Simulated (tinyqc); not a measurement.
# Isotype n-N heterojunction, non-linear Poisson equation by Newton steps, Fermi-Dirac statistics: effects of single changes

One dimension, material 1 (n-type) at x < 0 and material 2 (n-type) at x > 0. Band edges: Ec = -psi in material 1 and -psi + dEc in material 2, Ev = Ec - Eg. Equilibrium, Fermi level at 0. n = Nc F((EFn - Ec)/Vt), p = Nv F((Ev - EFp)/Vt), with F(eta) = F_1/2(eta) = (2/sqrt(pi)) int_0^infinity sqrt(u) du/(1 + exp(u - eta)) (Fermi-Dirac statistics); full ionisation, no interface charge, classical densities; the doping types are chosen for the exercise.

Values chosen for this exercise; band and dielectric values close to those of AlGaAs and GaAs:
```
symbol,value,unit,meaning
T,300,K,temperature
Eg1,1.83,eV,band gap of material 1
er1,12.2,,relative permittivity of material 1
Nc1,6.98e17,cm^-3,conduction-band density of states of material 1
Nv1,1.12e19,cm^-3,valence-band density of states of material 1
Eg2,1.42,eV,band gap of material 2
er2,13,,relative permittivity of material 2
Nc2,4.35e17,cm^-3,conduction-band density of states of material 2
Nv2,9.16e18,cm^-3,valence-band density of states of material 2
dEc,-0.23,eV,conduction-band offset Ec2 - Ec1
N1,6e16,cm^-3,donor density of material 1
N2,9.6e16,cm^-3,donor density of material 2
V,0,V,bias of side 1 against side 2
```

Constants: q = 1.602176634e-19 C, kB = 1.380649e-23 J/K, Vt = kB T/q, eps0 = 8.8541878128e-14 F/cm where lengths are in cm. Results are converted to the units shown.

Each table varies one quantity; the others keep the values above.

## Effect of the donor density of material 1

Exact first integral: on each side D^2/(2 eps0 er) = G, G = q [Vt (nI_j - nI_b) + Vt (pI_j - pI_b) - C (psi_j - psi_b)], with C = +N1 or +N2, b the neutral end of that side, and nI, pI the densities with F_1/2 replaced by F_3/2(eta) = (4/(3 sqrt(pi))) int_0^infinity u^(3/2) du/(1 + exp(u - eta)). D is continuous, so er1 G1(psi_j) = er2 G2(psi_j) fixes psi_j. Ends from Nc1 F(psi_L/Vt) = N1 and Nc2 F((V + psi_R - dEc)/Vt) = N2. D is counted positive when psi rises towards material 2.

Results:
```
N1 (cm^-3)	psi_R - psi_L (V)	psi_j - psi_L (V)	psi_R - psi_j (V)	D/q (cm^-2)	n_j in 1 (cm^-3)	n_j in 2 (cm^-3)
3e15	-0.1262	-0.1149	-0.01133	-6.011e10	3.531e13	1.432e17
1.7e16	-0.1712	-0.1432	-0.02807	-1.640e11	6.747e13	2.510e17
3.9e16	-0.1930	-0.1521	-0.04092	-2.574e11	1.109e14	3.741e17
9.2e16	-0.2159	-0.1576	-0.05823	-4.035e11	2.167e14	6.079e17
2.2e17	-0.2401	-0.1595	-0.08060	-6.264e11	5.146e14	1.037e18
5.1e17	-0.2656	-0.1580	-0.1076	-9.416e11	1.460e15	1.738e18
1.2e18	-0.2964	-0.1547	-0.1417	-1.401e12	5.466e15	2.880e18
```

Estimate the missing row, N1 = 7.1e15 cm^-3.

Computed row:
```
N1 (cm^-3)	psi_R - psi_L (V)	psi_j - psi_L (V)	psi_R - psi_j (V)	D/q (cm^-2)	n_j in 1 (cm^-3)	n_j in 2 (cm^-3)
7.1e15	-0.1485	-0.1304	-0.01815	-1.001e11	4.597e13	1.809e17
```

With this row back in the table: As N1 goes from 3e15 to 1.2e18, the total bending falls from -0.126 to -0.296 V and the sheet charge D/q falls from -6.01e10 to -1.40e12 cm^-2; the share of the bending in material 1 falls from 91.0 to 52.2 %. In every row electrons move into material 2, which accumulates, while the other side depletes. For N1 = 9.2e16, 2.2e17, 5.1e17, 1.2e18 the carriers at the interface are degenerate and confined to a layer thin enough for quantisation, which is left out.

## Effect of the conduction-band offset Ec2 - Ec1

Same model as above.

Effect of the conduction-band offset Ec2 - Ec1:
```
dEc (eV)	psi_R - psi_L (V)	psi_j - psi_L (V)	psi_R - psi_j (V)	D/q (cm^-2)	n_j in 1 (cm^-3)	n_j in 2 (cm^-3)
-0.53	-0.5044	-0.4290	-0.07537	-5.709e11	3.836e9	9.233e17
-0.46	-0.4344	-0.3638	-0.07065	-5.226e11	4.793e10	8.279e17
-0.38	-0.3544	-0.2899	-0.06447	-4.619e11	8.333e11	7.129e17
-0.31	-0.2844	-0.2263	-0.05810	-4.023e11	9.767e12	6.058e17
-0.23	-0.2044	-0.1553	-0.04907	-3.233e11	1.520e14	4.738e17
-0.16	-0.1344	-0.09594	-0.03846	-2.386e11	1.511e15	3.474e17
-0.08	-0.05440	-0.03448	-0.01992	-1.110e11	1.616e16	1.920e17
-0.01	0.01560	0.008395	0.007206	3.446e10	8.210e16	7.395e16
0.07	0.09560	0.04075	0.05485	2.079e11	2.622e17	1.231e16
```

As dEc goes from -0.53 to 0.07, the total bending rises from -0.504 to 0.0956 V and the sheet charge D/q rises from -5.71e11 to 2.08e11 cm^-2; the share of the bending in material 1 falls from 85.1 to 42.6 %. The alignment is staggered for dEc = -0.53, -0.46, 0.07 eV. The bending changes sign within the table: electrons move into material 1 where it is positive and into material 2 where it is negative. For dEc = -0.53, -0.46, -0.38, -0.31, -0.23 the carriers at the interface are degenerate and confined to a layer thin enough for quantisation, which is left out.

Computed by the program tinyqc: `OMP_NUM_THREADS=1 python tinyqc.py 2040052 2040053 out.jsonl`, one thread of a shared Intel Xeon 2.30GHz, about 0.1 s for the whole run.
